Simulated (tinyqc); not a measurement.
Against voltage: leakage through a gate insulator: direct, Fowler-Nordheim, trap-assisted and Poole-Frenkel currents. Computed by tinyqc, a small Python program. Command: `OMP_NUM_THREADS=1 python tinyqc.py 3011704 3011705 out.jsonl oxideleak walk`. One thread of a shared host (Intel(R) Xeon(R) Processor @ 2.30GHz), about 0.01 s of CPU time with the checks.

Electrons enter from the cathode Fermi level at x = 0; the conduction band of the insulator lies phi_b - e F x above it, F = V/t. WKB exponents use a parabolic band with mass m.

Inputs (values chosen for the exercise, with an insulator like Si3N4):
```
quantity                     value   unit
thickness t                    4.3     nm
barrier phi_b                 2.16     eV
tunnelling mass m             0.39    m_0
static constant eps_ox        7.13      -
trap depth phi_t               1.5     eV
trap density N_t           3.8e+17  cm^-3
attempt rate nu_0            6e+13    1/s
activation of capture E_a      0.1     eV
temperature T                  450      K
```

Constants: e = 1.602176634e-19 C; hbar = 1.054571817e-34 J s; hbar^2/(2 m_0) = 3.80998212 eV angstrom^2; k_B = 8.617333262e-05 eV/K.

Method:
- For a level a distance phi(x) below the band, the WKB exponent is 2 int kappa dx with kappa = sqrt(m phi/(hbar^2/2m_0)); for a linear barrier from phi_1 down to phi_2 = max(phi_1 - e F d, 0) it is G = (4/3) sqrt(m/(hbar^2/2m_0)) (phi_1^(3/2) - phi_2^(3/2))/(e F).
- J_tun = e^3 F^2/(16 pi^2 hbar m phi_b) x exp(-G) / [1 - sqrt(phi_2/phi_b)]^2 with the free-electron mass in the cathode (m in m_0), phi_2 = max(phi_b - e V, 0): direct tunnelling for e V < phi_b, Fowler-Nordheim above. Image forces, back-flow and the limit on supply are left out, so J_tun is overstated below about 0.5 V.
- A trap at depth x lies phi_t below the band. Capture: tunnel at the cathode Fermi level from 0 to x (G_in from phi_1 = phi_b), rate nu_0 exp(-G_in - E_c/k_B T) with E_c = E_a + max(phi_b - phi_t - e F x, 0), the last term being the height of the trap above the cathode Fermi level. Emission: tunnel from the trap level to the anode (G_out from phi_1 = phi_t over t - x), rate nu_0 exp(-G_out - E_a/k_B T). Re-emission to the cathode follows from detailed balance, rate_back = rate_in exp(dE/k_B T) with dE = phi_b - phi_t - e F x. Each trap passes R = rate_in rate_out/(rate_in + rate_back + rate_out) electrons per second; filling from the anode is left out.
- J_TAT = e N_t int_0^t R dx by the midpoint rule on 400 intervals; the most effective depth is the midpoint with the largest R, rounded to 0.01 nm.

Currents:
```
V (V)  F (MV/cm)  J_tun (A/cm^2)  J_TAT (A/cm^2)  best depth (nm)
0.52       1.209      5.6259e-09      2.1843e-09             1.96
1.04       2.419      7.9045e-08      3.3497e-06             2.03
1.57       3.651      1.6636e-06      4.5168e-04             1.89
2.10       4.884      6.4763e-05      2.9176e-03             1.69
2.62       6.093      1.5119e-02      3.4954e-02             1.26
3.15       7.326      9.1966e-01      2.5857e-01             1.05
3.68       8.558      1.7988e+01      1.0641e+00             0.89
4.20       9.767      1.6620e+02      3.0144e+00             0.78
4.73      11.000      9.9665e+02      6.9463e+00             0.69
```

What does the comparison show, and why?

The larger current changes between 0.52 and 1.04 V (to J_TAT) and between 2.62 and 3.15 V (to J_tun). Over the range J_tun grows by 11.2 decades and J_TAT by 9.5. The highest rows may lie beyond breakdown.

Extremes, crossings and ranges named in words are read from the listed rows.
